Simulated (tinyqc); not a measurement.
## Thickness from two neighbouring fringes

Inverse problem. At normal incidence a transparent film with an index between those of air and substrate, taken as constant, has reflectance minima at 2 n1 d = (m + 1/2) lam (small phase shifts at the substrate neglected). Find d and the order m of the shorter wavelength.

Inputs (values chosen for the exercise):

| symbol | value | unit | meaning |
|---|---|---|---|
| n1 | 2.381 |  | index of the transparent film |

wavelengths of two neighbouring reflectance minima (nm): 473  662.2

Solution. Neighbouring orders differ by one: 2 n1 d (1/lam1 - 1/lam2) = 1.

d = 347.6 nm
m = 3

Numbers from tinyqc (`OMP_NUM_THREADS=1 python tinyqc.py 2870197 2870198 out.jsonl`; about 0.01 s on one thread of a shared Intel Xeon 2.30GHz).
